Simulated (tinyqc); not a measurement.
Surface photovoltage measurement of the minority-carrier diffusion length in a wafer: one step, computed by the program tinyqc. Command: `OMP_NUM_THREADS=1 python tinyqc.py 3130448 3130449 out.jsonl spv walk`. One thread of a shared host (Intel(R) Xeon(R) Processor @ 2.30GHz), about 0.01 s of CPU time with the checks.

Low injection, steady light, a depletion layer much thinner than 1/alpha and L. The excess density dn is taken at the front edge of the neutral region; light that reaches the back is lost.

Question. One wavelength. alpha = (84.732/lambda - 76.417)^2 per cm with lambda in micrometre (an empirical fit for silicon between 0.7 and 1.05 micrometre). Thick wafer: dn = Phi L/((S_f + D/L)(L + 1/alpha)). Finite wafer, with s = S_b L/D, w = W/L, a = alpha L: dn = [Phi a/(a^2 - 1)] [a - B - exp(-alpha W)(a - s)/(cosh w + s sinh w)]/(S_f + B D/L), B = (sinh w + s cosh w)/(cosh w + s sinh w). Photovoltage V = (k_B T/e) ln(1 + dn/n_0). Lifetime = L^2/D.

Inputs (values chosen for the exercise, modelled on p-type silicon at room temperature):
```
quantity,value,unit
diffusion length L,180,micrometre
wafer thickness W,300,micrometre
diffusivity D,31.3,cm^2/s
front recombination velocity S_f,120,cm/s
back recombination velocity S_b,46000,cm/s
photon flux entering,4.1e+11,1/(cm^2 s)
minority density at the surface barrier scale n_0,9e+10,1/cm^3
temperature T,298,K
wavelength,902,nm
```

Constants: k_B = 8.617333262e-05 eV/K.

Give: alpha; penetration depth 1/alpha; dn, thick wafer; B; dn, finite wafer; photovoltage V; lifetime.

Answer.

alpha = 307.0 1/cm

penetration depth 1/alpha = 32.58 micrometre

dn, thick wafer = 1.868e+08 1/cm^3

B = 1.068

dn, finite wafer = 1.729e+08 1/cm^3

photovoltage V = 0.04928 mV

lifetime = 10.35 microsecond
